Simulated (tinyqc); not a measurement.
Worked calculation: RKS/exchange-only LDA in the sto-3g basis, for BeH2, spin multiplicity 1. Computed by tinyqc, a small Python program that keeps every step (integrals from PySCF). Settings: charge = 0, multiplicity = 1, basis = sto-3g, energy threshold = 1e-09, iteration cap = 52, orthogonalisation = symmetric, start = Wolfsberg-Helmholz matrix, DIIS depth = 6, shift = 0.2, method = RKS, functional = Slater exchange alone, grid = [15, 86]. Command: `OMP_NUM_THREADS=1 python tinyqc.py 27480 27481 out.jsonl` (the two numbers bound the seeds that draw the settings). One thread of a shared host (Intel(R) Xeon(R) Processor @ 2.60GHz), about 0.5 s of CPU time with the checks. Later iterations appear only in the table of the cycle.

## One-electron integrals

Geometry (angstrom):
```
atom,x,y,z
Be,0.00000,0.00000,0.00000
H,0.00000,1.91900,0.00000
H,0.00000,-1.98300,0.00000
```

Basis sto-3g: exponents (1/bohr^2) and contraction coefficients of normalised primitives:
```
element,l (shell),exponent,coefficient
Be,s (1),30.16787,0.15433
Be,s (1),5.49512,0.53533
Be,s (1),1.48719,0.44463
Be,s (2),1.31483,-0.09997
Be,s (2),0.30554,0.39951
Be,s (2),0.09937,0.70012
Be,p (3),1.31483,0.15592
Be,p (3),0.30554,0.60768
Be,p (3),0.09937,0.39196
H,s (1),3.42525,0.15433
H,s (1),0.62391,0.53533
H,s (1),0.16886,0.44463
```

Overlap, kinetic and nuclear-attraction integrals over the contracted functions; the nuclear repulsion is the sum of Za Zb / Rab.

nuclear repulsion = 2.3060715 hartree

overlap S, lower triangle:
```
,1Be 1s,1Be 2s,1Be 2px,1Be 2py,1Be 2pz,2H 1s,3H 1s
1Be 1s,1.00000
1Be 2s,0.25952,1.00000
1Be 2px,0.00000,0.00000,1.00000
1Be 2py,0.00000,0.00000,0.00000,1.00000
1Be 2pz,0.00000,0.00000,0.00000,0.00000,1.00000
2H 1s,0.01931,0.25519,0.00000,0.33745,0.00000,1.00000
3H 1s,0.01666,0.23700,0.00000,-0.31722,0.00000,0.00227,1.00000
```

kinetic energy T (hartree), lower triangle:
```
,1Be 1s,1Be 2s,1Be 2px,1Be 2py,1Be 2pz,2H 1s,3H 1s
1Be 1s,6.69397
1Be 2s,-0.03301,0.21111
1Be 2px,0.00000,0.00000,0.66059
1Be 2py,0.00000,0.00000,0.00000,0.66059
1Be 2pz,0.00000,0.00000,0.00000,0.00000,0.66059
2H 1s,-0.00618,0.01016,0.00000,0.05384,0.00000,0.76003
3H 1s,-0.00563,0.00686,0.00000,-0.04510,0.00000,-0.00145,0.76003
```

nuclear attraction V (hartree), lower triangle:
```
,1Be 1s,1Be 2s,1Be 2px,1Be 2py,1Be 2pz,2H 1s,3H 1s
1Be 1s,-15.10371
1Be 2s,-2.04006,-2.85027
1Be 2px,0.00000,0.00000,-2.79249
1Be 2py,-0.00056,-0.00485,0.00000,-2.90901
1Be 2pz,0.00000,0.00000,0.00000,0.00000,-2.79249
2H 1s,-0.15044,-0.61309,0.00000,-0.78698,0.00000,-2.46463
3H 1s,-0.12947,-0.55898,0.00000,0.72594,0.00000,-0.00705,-2.42922
```

core Hamiltonian H = T + V (hartree), lower triangle:
```
,1Be 1s,1Be 2s,1Be 2px,1Be 2py,1Be 2pz,2H 1s,3H 1s
1Be 1s,-8.40973
1Be 2s,-2.07308,-2.63916
1Be 2px,0.00000,0.00000,-2.13190
1Be 2py,-0.00056,-0.00485,0.00000,-2.24842
1Be 2pz,0.00000,0.00000,0.00000,0.00000,-2.13190
2H 1s,-0.15662,-0.60294,0.00000,-0.73314,0.00000,-1.70460
3H 1s,-0.13510,-0.55212,0.00000,0.68083,0.00000,-0.00850,-1.66919
```

## Two-electron integrals

Functions are numbered as in S; the eight-fold symmetry (ij|kl) = (ji|kl) = (kl|ij) leaves the list below.

Two-electron integrals (ij|kl) in chemists' order, unique and non-zero (hartree):
```
i,j,k,l,(ij|kl)
1,1,1,1,2.29883
2,1,1,1,0.39204
2,1,2,1,0.07954
2,2,1,1,0.57099
2,2,2,1,0.14304
2,2,2,2,0.41768
3,1,3,1,0.01461
3,2,3,1,0.02189
3,2,3,2,0.09226
3,3,1,1,0.56958
3,3,2,1,0.14308
3,3,2,2,0.41759
3,3,3,3,0.44986
4,1,4,1,0.01461
4,2,4,1,0.02189
4,2,4,2,0.09226
4,3,4,3,0.02425
4,4,1,1,0.56958
4,4,2,1,0.14308
4,4,2,2,0.41759
4,4,3,3,0.40136
4,4,4,4,0.44986
5,1,5,1,0.01461
5,2,5,1,0.02189
5,2,5,2,0.09226
5,3,5,3,0.02425
5,4,5,4,0.02425
5,5,1,1,0.56958
5,5,2,1,0.14308
5,5,2,2,0.41759
5,5,3,3,0.40136
5,5,4,4,0.40136
5,5,5,5,0.44986
6,1,1,1,0.02871
6,1,2,1,0.00583
6,1,2,2,0.01059
6,1,3,3,0.01052
6,1,4,1,0.00054
6,1,4,2,0.00101
6,1,4,4,0.01073
6,1,5,5,0.01052
6,1,6,1,0.00045
6,2,1,1,0.10060
6,2,2,1,0.02574
6,2,2,2,0.08632
6,2,3,3,0.08274
6,2,4,1,0.00327
6,2,4,2,0.02304
6,2,4,4,0.09340
6,2,5,5,0.08274
6,2,6,1,0.00209
6,2,6,2,0.03170
6,3,3,1,0.00190
6,3,3,2,0.00985
6,3,4,3,0.00360
6,3,6,3,0.00224
6,4,1,1,0.12116
6,4,2,1,0.03127
6,4,2,2,0.10909
6,4,3,3,0.10290
6,4,4,1,0.00512
6,4,4,2,0.03517
6,4,4,4,0.12137
6,4,5,5,0.10290
6,4,6,1,0.00261
6,4,6,2,0.04458
6,4,6,4,0.06364
6,5,5,1,0.00190
6,5,5,2,0.00985
6,5,5,4,0.00360
6,5,6,5,0.00224
6,6,1,1,0.27556
6,6,2,1,0.07148
6,6,2,2,0.26870
6,6,3,3,0.25161
6,6,4,1,0.00868
6,6,4,2,0.08333
6,6,4,4,0.30247
6,6,5,5,0.25161
6,6,6,1,0.00583
6,6,6,2,0.13588
6,6,6,4,0.19947
6,6,6,6,0.77461
7,1,1,1,0.02473
7,1,2,1,0.00502
7,1,2,2,0.00913
7,1,3,3,0.00907
7,1,4,1,-0.00047
7,1,4,2,-0.00089
7,1,4,4,0.00925
7,1,5,5,0.00907
7,1,6,1,0.00035
7,1,6,2,0.00152
7,1,6,4,0.00180
7,1,6,6,0.00423
7,1,7,1,0.00033
7,2,1,1,0.09129
7,2,2,1,0.02337
7,2,2,2,0.07886
7,2,3,3,0.07557
7,2,4,1,-0.00296
7,2,4,2,-0.02113
7,2,4,4,0.08537
7,2,5,5,0.07557
7,2,6,1,0.00160
7,2,6,2,0.01249
7,2,6,4,0.01511
7,2,6,6,0.03903
7,2,7,1,0.00164
7,2,7,2,0.02715
7,3,3,1,0.00167
7,3,3,2,0.00878
7,3,4,3,-0.00326
7,3,6,3,0.00057
7,3,7,3,0.00185
7,4,1,1,-0.11150
7,4,2,1,-0.02878
7,4,2,2,-0.10087
7,4,3,3,-0.09520
7,4,4,1,0.00460
7,4,4,2,0.03220
7,4,4,4,-0.11210
7,4,5,5,-0.09520
7,4,6,1,-0.00193
7,4,6,2,-0.01535
7,4,6,4,-0.01847
7,4,6,6,-0.04847
7,4,7,1,-0.00207
7,4,7,2,-0.03851
7,4,7,4,0.05537
7,5,5,1,0.00167
7,5,5,2,0.00878
7,5,5,4,-0.00326
7,5,6,5,0.00057
7,5,7,5,0.00185
7,6,1,1,0.00141
7,6,2,1,0.00035
7,6,2,2,0.00098
7,6,3,3,0.00098
7,6,4,1,-1.49e-06
7,6,4,2,-8.09e-06
7,6,4,4,0.00099
7,6,5,5,0.00098
7,6,6,1,2.56e-05
7,6,6,2,0.00020
7,6,6,4,0.00026
7,6,6,6,0.00063
7,6,7,1,2.22e-05
7,6,7,2,0.00019
7,6,7,4,-0.00024
7,6,7,6,2.32e-06
7,7,1,1,0.26672
7,7,2,1,0.06919
7,7,2,2,0.26112
7,7,3,3,0.24498
7,7,4,1,-0.00815
7,7,4,2,-0.07952
7,7,4,4,0.29298
7,7,5,5,0.24498
7,7,6,1,0.00477
7,7,6,2,0.04172
7,7,6,4,0.05107
7,7,6,6,0.13562
7,7,7,1,0.00486
7,7,7,2,0.12496
7,7,7,4,-0.18473
7,7,7,6,0.00063
7,7,7,7,0.77461
```

## Orthogonalisation

S = U s U^T; symmetric (Loewdin) form X = U s^(-1/2) U^T, so that X^T S X = 1.

eigenvalues of S: 0.53284  0.58154  0.97649  1.00000  1.00000  1.43995  1.46918

X, lower triangle:
```
,1Be 1s,1Be 2s,1Be 2px,1Be 2py,1Be 2pz,2H 1s,3H 1s
1Be 1s,1.02788
1Be 2s,-0.14351,1.08028
1Be 2px,0.00000,0.00000,1.00000
1Be 2py,-0.00064,0.00554,0.00000,1.09604
1Be 2pz,0.00000,0.00000,0.00000,0.00000,1.00000
2H 1s,0.01802,-0.14410,0.00000,-0.19763,0.00000,1.07921
3H 1s,0.01703,-0.13095,0.00000,0.18359,0.00000,-0.02364,1.06820
```

## Starting guess

The start is the generalised Wolfsberg-Helmholz matrix (K = 1.75) built on H; D = 2 C_occ C_occ^T.

D at the start, lower triangle:
```
,1Be 1s,1Be 2s,1Be 2px,1Be 2py,1Be 2pz,2H 1s,3H 1s
1Be 1s,2.05456
1Be 2s,-0.24351,1.08543
1Be 2px,0.00000,0.00000,0.00000
1Be 2py,0.00921,-0.03197,0.00000,1.10687
1Be 2pz,0.00000,0.00000,0.00000,0.00000,0.00000
2H 1s,-0.18999,0.51541,0.00000,0.42806,0.00000,0.42521
3H 1s,-0.18639,0.51288,0.00000,-0.42939,0.00000,0.08015,0.40002
```

## Iteration 1: exchange-correlation on the grid

Becke grid with 15 radial and 86 angular points per atom, points of zero weight dropped. rho = sum D_ij phi_i phi_j; V_xc,ij = sum w v_xc phi_i phi_j; v_xc is d(rho eps)/d rho.

The 12 grid points with the largest w rho, of 3854 (bohr, atomic units):
```
x,y,z,w,rho,eps_xc,v_xc
0.00000,-2.04582,0.00000,0.35620,0.06218,-0.29260,-0.39014
0.00000,2.04582,0.00000,0.33350,0.06563,-0.29792,-0.39722
0.76563,-1.89715,0.00000,0.40437,0.04871,-0.26973,-0.35964
0.00000,-1.89715,-0.76563,0.40437,0.04871,-0.26973,-0.35964
0.00000,-1.89715,0.76563,0.40437,0.04871,-0.26973,-0.35964
-0.76563,-1.89715,0.00000,0.40437,0.04871,-0.26973,-0.35964
0.76563,1.89715,0.00000,0.39067,0.04991,-0.27193,-0.36258
0.00000,1.89715,0.76563,0.39067,0.04991,-0.27193,-0.36258
0.00000,1.89715,-0.76563,0.39067,0.04991,-0.27193,-0.36258
-0.76563,1.89715,0.00000,0.39067,0.04991,-0.27193,-0.36258
0.75614,-1.74410,-0.75614,0.40245,0.03968,-0.25191,-0.33587
0.75614,-1.74410,0.75614,0.40245,0.03968,-0.25191,-0.33587
```

electrons on the grid, sum of w rho = 5.99791

E_xc = sum of w rho eps_xc = -2.8964380 hartree

V_xc (hartree), lower triangle:
```
,1Be 1s,1Be 2s,1Be 2px,1Be 2py,1Be 2pz,2H 1s,3H 1s
1Be 1s,-1.32843
1Be 2s,-0.19442,-0.28066
1Be 2px,0.00000,0.00000,-0.25523
1Be 2py,0.00014,0.00020,0.00000,-0.32457
1Be 2pz,0.00000,0.00000,0.00000,0.00000,-0.25523
2H 1s,-0.01445,-0.07305,0.00000,-0.09923,0.00000,-0.32700
3H 1s,-0.01246,-0.06656,0.00000,0.09116,0.00000,-0.00072,-0.31877
```

## Iteration 1: building the Kohn-Sham matrix

J_ij = sum D_kl (ij|kl); F = H + J + V_xc; E = tr D H + tr D J / 2 + E_xc + E_nn.

Coulomb J (hartree), lower triangle:
```
,1Be 1s,1Be 2s,1Be 2px,1Be 2py,1Be 2pz,2H 1s,3H 1s
1Be 1s,6.38316
1Be 2s,1.23639,2.58039
1Be 2px,0.00000,0.00000,2.52848
1Be 2py,0.00004,0.00261,0.00000,2.67422
1Be 2pz,0.00000,0.00000,0.00000,0.00000,2.52848
2H 1s,0.09124,0.55982,0.00000,0.71971,0.00000,1.92504
3H 1s,0.07862,0.50969,0.00000,-0.66233,0.00000,0.00622,1.86450
```

Kohn-Sham matrix F (hartree), lower triangle:
```
,1Be 1s,1Be 2s,1Be 2px,1Be 2py,1Be 2pz,2H 1s,3H 1s
1Be 1s,-3.35500
1Be 2s,-1.03110,-0.33943
1Be 2px,0.00000,0.00000,0.14135
1Be 2py,-0.00038,-0.00204,0.00000,0.10124
1Be 2pz,0.00000,0.00000,0.00000,0.00000,0.14135
2H 1s,-0.07984,-0.11617,0.00000,-0.11266,0.00000,-0.10656
3H 1s,-0.06894,-0.10899,0.00000,0.10967,0.00000,-0.00299,-0.12346
```

total energy of this density = -14.8665926 hartree

## Iteration 1: diagonalisation and new density

A level shift of 0.2 hartree raises the virtual space: F + shift (S - S D(s) S), with D(s) the density of one spin (D/2). Diagonalise F' = X^T F X, C = X C', fill 3 alpha and 3 beta electrons from the bottom; D = 2 C_occ C_occ^T. Each column has its largest component positive (the first on a tie).

F' = X^T F X (hartree), lower triangle:
```
,1,2,3,4,5,6,7
1,-3.24913
2,-0.61926,-0.01486
3,0.00000,0.00000,0.34135
4,-0.00147,0.00474,0.00000,0.27208
5,0.00000,0.00000,0.00000,0.00000,0.34135
6,0.02830,-0.15654,0.00000,-0.21128,0.00000,0.08517
7,0.02958,-0.14745,0.00000,0.20067,0.00000,-0.02600,0.06291
```

orbital energies (hartree): MO1 -3.36365, MO2 -0.14665, MO3 -0.11758, MO4 0.29321, MO5 0.34135, MO6 0.34135, MO7 0.49084

coefficients C:
```
,MO1,MO2,MO3,MO4,MO5,MO6,MO7
1Be 1s,0.98464,-0.19842,-0.01690,-0.26122,0.00000,0.00000,-0.01812
1Be 2s,0.05536,0.57590,0.04560,0.93986,0.00000,0.00000,0.07353
1Be 2px,0.00000,0.00000,0.00000,0.00000,0.98565,0.16878,0.00000
1Be 2py,0.00045,-0.02676,0.43930,-0.06843,0.00000,0.00000,1.03717
1Be 2pz,0.00000,0.00000,0.00000,0.00000,-0.16878,0.98565,0.00000
2H 1s,-0.00830,0.42187,0.53018,-0.56302,0.00000,0.00000,-0.67028
3H 1s,-0.00775,0.50297,-0.48152,-0.62562,0.00000,0.00000,0.56254
```

D after iteration 1, lower triangle:
```
,1Be 1s,1Be 2s,1Be 2px,1Be 2py,1Be 2pz,2H 1s,3H 1s
1Be 1s,2.01836
1Be 2s,-0.12106,0.67360
1Be 2px,0.00000,0.00000,0.00000
1Be 2py,-0.00335,0.00929,0.00000,0.38740
1Be 2pz,0.00000,0.00000,0.00000,0.00000,0.00000
2H 1s,-0.20167,0.53334,0.00000,0.44323,0.00000,0.91827
3H 1s,-0.19859,0.53454,0.00000,-0.44999,0.00000,-0.08609,0.96980
```

Within a degenerate level the vectors are fixed only up to a rotation; this is one choice.

## Iteration 2: exchange-correlation on the grid

As before.

The 12 grid points with the largest w rho, of 3854 (bohr, atomic units):
```
x,y,z,w,rho,eps_xc,v_xc
0.00000,2.04582,0.00000,0.33350,0.05274,-0.27697,-0.36929
0.00000,-2.04582,0.00000,0.35620,0.04613,-0.26487,-0.35317
0.76563,1.89715,0.00000,0.39067,0.03573,-0.24326,-0.32435
0.00000,1.89715,-0.76563,0.39067,0.03573,-0.24326,-0.32435
0.00000,1.89715,0.76563,0.39067,0.03573,-0.24326,-0.32435
-0.76563,1.89715,0.00000,0.39067,0.03573,-0.24326,-0.32435
0.76563,-1.89715,0.00000,0.40437,0.03206,-0.23463,-0.31284
0.00000,-1.89715,0.76563,0.40437,0.03206,-0.23463,-0.31284
0.00000,-1.89715,-0.76563,0.40437,0.03206,-0.23463,-0.31284
-0.76563,-1.89715,0.00000,0.40437,0.03206,-0.23463,-0.31284
1.07925,-2.67424,0.00000,0.37004,0.03224,-0.23506,-0.31341
0.00000,-2.67424,1.07925,0.37004,0.03224,-0.23506,-0.31341
```

electrons on the grid, sum of w rho = 5.99922

E_xc = sum of w rho eps_xc = -2.9534036 hartree

V_xc (hartree), lower triangle:
```
,1Be 1s,1Be 2s,1Be 2px,1Be 2py,1Be 2pz,2H 1s,3H 1s
1Be 1s,-1.31916
1Be 2s,-0.18810,-0.24829
1Be 2px,0.00000,0.00000,-0.22443
1Be 2py,-0.00020,-0.00216,0.00000,-0.28940
1Be 2pz,0.00000,0.00000,0.00000,0.00000,-0.22443
2H 1s,-0.01393,-0.07393,0.00000,-0.10306,0.00000,-0.38192
3H 1s,-0.01197,-0.06784,0.00000,0.09547,0.00000,-0.00064,-0.38420
```

## Iteration 2: building the Kohn-Sham matrix

As before.

Coulomb J (hartree), lower triangle:
```
,1Be 1s,1Be 2s,1Be 2px,1Be 2py,1Be 2pz,2H 1s,3H 1s
1Be 1s,6.05292
1Be 2s,1.15819,2.41674
1Be 2px,0.00000,0.00000,2.35829
1Be 2py,0.00107,0.00510,0.00000,2.52361
1Be 2pz,0.00000,0.00000,0.00000,0.00000,2.35829
2H 1s,0.08548,0.55582,0.00000,0.72571,0.00000,2.08431
3H 1s,0.07357,0.51052,0.00000,-0.67464,0.00000,0.00584,2.07095
```

Kohn-Sham matrix F (hartree), lower triangle:
```
,1Be 1s,1Be 2s,1Be 2px,1Be 2py,1Be 2pz,2H 1s,3H 1s
1Be 1s,-3.67597
1Be 2s,-1.10299,-0.47071
1Be 2px,0.00000,0.00000,0.00195
1Be 2py,0.00031,-0.00190,0.00000,-0.01420
1Be 2pz,0.00000,0.00000,0.00000,0.00000,0.00195
2H 1s,-0.08507,-0.12105,0.00000,-0.11049,0.00000,-0.00221
3H 1s,-0.07350,-0.10944,0.00000,0.10167,0.00000,-0.00330,0.01756
```

total energy of this density = -14.9353907 hartree

## Iteration 2: DIIS over 2 matrices

error matrix X^T (FDS - SDF) X:
```
,1,2,3,4,5,6,7
1,0.00000,-0.02643,0.00000,-0.00059,0.00000,0.04089,0.04184
2,0.02643,0.00000,0.00000,-0.00112,0.00000,-0.12555,-0.13861
3,0.00000,0.00000,0.00000,0.00000,0.00000,0.00000,0.00000
4,0.00059,0.00112,0.00000,0.00000,0.00000,-0.08820,0.10281
5,0.00000,0.00000,0.00000,0.00000,0.00000,0.00000,0.00000
6,-0.04089,0.12555,0.00000,0.08820,0.00000,0.00000,0.00173
7,-0.04184,0.13861,0.00000,-0.10281,0.00000,-0.00173,0.00000
```

B (overlaps of the stored error matrices):
```
,1,2
1,3.0867509e-01,-1.5627952e-01
2,-1.5627952e-01,1.1489962e-01
```

Minimise |sum c_i e_i|^2 with sum c_i = 1: solve [B -1; -1 0][c; lambda] = [0; -1] with B_ij = tr e_i^T e_j, and take F = sum c_i F_i.

DIIS coefficients: 0.36838  0.63162

extrapolated F (hartree), lower triangle:
```
,1Be 1s,1Be 2s,1Be 2px,1Be 2py,1Be 2pz,2H 1s,3H 1s
1Be 1s,-3.55773
1Be 2s,-1.07651,-0.42235
1Be 2px,0.00000,0.00000,0.05330
1Be 2py,0.00006,-0.00195,0.00000,0.02833
1Be 2pz,0.00000,0.00000,0.00000,0.00000,0.05330
2H 1s,-0.08314,-0.11925,0.00000,-0.11129,0.00000,-0.04065
3H 1s,-0.07182,-0.10928,0.00000,0.10461,0.00000,-0.00319,-0.03439
```

## Iteration 2: diagonalisation and new density

As before.

F' = X^T F X (hartree), lower triangle:
```
,1,2,3,4,5,6,7
1,-3.45072
2,-0.63352,-0.06398
3,0.00000,0.00000,0.25330
4,-0.00029,0.00088,0.00000,0.25020
5,0.00000,0.00000,0.00000,0.00000,0.25330
6,0.02782,-0.15967,0.00000,-0.20884,0.00000,0.11279
7,0.02930,-0.15034,0.00000,0.19964,0.00000,-0.01341,0.10595
```

orbital energies (hartree): MO1 -3.56535, MO2 -0.15116, MO3 -0.10889, MO4 0.25330, MO5 0.25330, MO6 0.29698, MO7 0.48266

coefficients C:
```
,MO1,MO2,MO3,MO4,MO5,MO6,MO7
1Be 1s,0.98590,-0.22285,-0.02072,0.00000,0.00000,-0.23565,-0.01092
1Be 2s,0.05114,0.67398,0.06686,0.00000,0.00000,0.87283,0.04864
1Be 2px,0.00000,0.00000,0.00000,0.99455,0.10422,0.00000,0.00000
1Be 2py,0.00028,0.04686,-0.47401,0.00000,0.00000,-0.03788,1.02263
1Be 2pz,0.00000,0.00000,0.00000,-0.10422,0.99455,0.00000,0.00000
2H 1s,-0.00761,0.43717,-0.44007,0.00000,0.00000,-0.62313,-0.67251
3H 1s,-0.00716,0.34826,0.52690,0.00000,0.00000,-0.66214,0.59613
```

D after iteration 2, lower triangle:
```
,1Be 1s,1Be 2s,1Be 2px,1Be 2py,1Be 2pz,2H 1s,3H 1s
1Be 1s,2.04419
1Be 2s,-0.20232,0.92267
1Be 2px,0.00000,0.00000,0.00000
1Be 2py,-0.00069,-0.00018,0.00000,0.45376
1Be 2pz,0.00000,0.00000,0.00000,0.00000,0.00000
2H 1s,-0.19162,0.52966,0.00000,0.45817,0.00000,0.76967
3H 1s,-0.19116,0.53916,0.00000,-0.46687,0.00000,-0.15914,0.79791
```

Within a degenerate level the vectors are fixed only up to a rotation; this is one choice.

## Iteration 14 (converged): orbitals

converged F (hartree), lower triangle:
```
,1Be 1s,1Be 2s,1Be 2px,1Be 2py,1Be 2pz,2H 1s,3H 1s
1Be 1s,-3.54389
1Be 2s,-1.07455,-0.42276
1Be 2px,0.00000,0.00000,0.05384
1Be 2py,0.00006,-0.00175,0.00000,0.02614
1Be 2pz,0.00000,0.00000,0.00000,0.00000,0.05384
2H 1s,-0.08301,-0.12071,0.00000,-0.11374,0.00000,-0.05279
3H 1s,-0.07170,-0.11093,0.00000,0.10735,0.00000,-0.00319,-0.04916
```

Diagonalise F' = X^T F X, C = X C', fill 3 alpha and 3 beta electrons from the bottom; D = 2 C_occ C_occ^T. Each column has its largest component positive (the first on a tie).

F' = X^T F X (hartree), lower triangle:
```
,1,2,3,4,5,6,7
1,-3.44038
2,-0.61337,-0.17239
3,0.00000,0.00000,0.05384
4,-0.00066,0.00276,0.00000,0.12040
5,0.00000,0.00000,0.00000,0.00000,0.05384
6,0.01507,-0.08998,0.00000,-0.14114,0.00000,0.01837
7,0.01667,-0.08158,0.00000,0.13184,0.00000,-0.02159,0.01235
```

orbital energies (hartree): MO1 -3.55171, MO2 -0.16026, MO3 -0.11857, MO4 0.05384, MO5 0.05384, MO6 0.09229, MO7 0.27661

coefficients C:
```
,MO1,MO2,MO3,MO4,MO5,MO6,MO7
1Be 1s,0.98572,-0.23711,-0.01742,0.00000,0.00000,-0.22234,-0.01162
1Be 2s,0.05173,0.72508,0.05802,0.00000,0.00000,0.83133,0.05129
1Be 2px,0.00000,0.00000,0.00000,0.84766,0.53054,0.00000,0.00000
1Be 2py,0.00028,0.03422,-0.47727,0.00000,0.00000,-0.03962,1.02155
1Be 2pz,0.00000,0.00000,0.00000,-0.53054,0.84766,0.00000,0.00000
2H 1s,-0.00763,0.38964,-0.45379,0.00000,0.00000,-0.64102,-0.67579
3H 1s,-0.00718,0.32124,0.51215,0.00000,0.00000,-0.68821,0.59462
```

D after iteration 14, lower triangle:
```
,1Be 1s,1Be 2s,1Be 2px,1Be 2py,1Be 2pz,2H 1s,3H 1s
1Be 1s,2.05635
1Be 2s,-0.24388,1.06358
1Be 2px,0.00000,0.00000,0.00000
1Be 2py,0.00095,-0.00574,0.00000,0.45792
1Be 2pz,0.00000,0.00000,0.00000,0.00000,0.00000
2H 1s,-0.18400,0.51159,0.00000,0.45982,0.00000,0.71560
3H 1s,-0.18433,0.52455,0.00000,-0.46688,0.00000,-0.21437,0.73108
```

Within a degenerate level the vectors are fixed only up to a rotation; this is one choice.

## Convergence

Stop when the energy changes by less than 1e-09 hartree and every element of the error matrix X^T (F D S - S D F) X is below 9e-06.

Course of the cycle:
```
iteration,E (hartree),change,largest element of the error matrix
1,-14.8665926,-,2.63e-01
2,-14.9353907,-6.88e-02,1.39e-01
3,-14.9697502,-3.44e-02,4.56e-02
4,-14.9728503,-3.10e-03,1.82e-02
5,-14.9733548,-5.04e-04,8.60e-03
6,-14.9734544,-9.96e-05,3.83e-03
7,-14.9734739,-1.95e-05,1.70e-03
8,-14.9734777,-3.82e-06,7.63e-04
9,-14.9734785,-7.55e-07,3.43e-04
10,-14.9734786,-1.50e-07,1.54e-04
11,-14.9734786,-2.99e-08,6.95e-05
12,-14.9734786,-5.94e-09,3.14e-05
13,-14.9734786,-1.19e-09,1.42e-05
14,-14.9734787,-2.39e-10,6.43e-06
```

PySCF RKS in the same basis, fine grid = -14.9766444 hartree

Converged in 14 iterations. The coarse grid moves the energy by +3.17e-03 hartree.

## Populations, bond orders and dipole

Mulliken: Z minus the diagonal of D S on the atom; Loewdin: the same with S^(1/2) D S^(1/2); Mayer order: 2 sum_s sum (D(s) S)_ij (D(s) S)_ji over the two atoms.

Charges (e):
```
atom,Mulliken,Loewdin
1Be,-0.00278,-0.00556
2H,0.00272,0.00398
3H,0.00006,0.00158
```

Mayer bond orders:
```
pair,order
2-1,0.94230
3-1,0.94231
3-2,0.05769
```

dipole moment about the origin, x y z (debye): 0.00000  0.01958  0.00000
